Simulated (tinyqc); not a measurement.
Haynes-Shockley experiment: drift, diffusion and decay of a minority-carrier pulse: one step, computed by the program tinyqc.

A thin sheet of excess carriers is made at x = 0, t = 0 in a long uniform bar; injection is low, so the pulse moves with the minority mobility.

Task: Transport coefficients. D = mu k_B T/e, v = mu F. Transit time d/v, diffusion length sqrt(D tau), drift length v tau, Peclet number v d/D = e F d/(k_B T).

Inputs (values chosen for the exercise, modelled on holes in n-type germanium in a lightly doped bar):
```
quantity                     value         unit
minority mobility mu          1730   cm^2/(V s)
lifetime tau                    74  microsecond
temperature T                  250            K
field F                         14         V/cm
distance d to the collector   0.21           cm
```

Constants: k_B = 8.617333262e-05 eV/K.

Give: D; drift velocity v; transit time d/v; diffusion length; drift length v tau; Peclet number.

Result:

D = 37.27 cm^2/s

drift velocity v = 24220 cm/s

transit time d/v = 8.671 microsecond

diffusion length = 525.2 micrometre

drift length v tau = 1.79228 cm

Peclet number = 136.5

The pulse must travel 0.117 drift lengths.
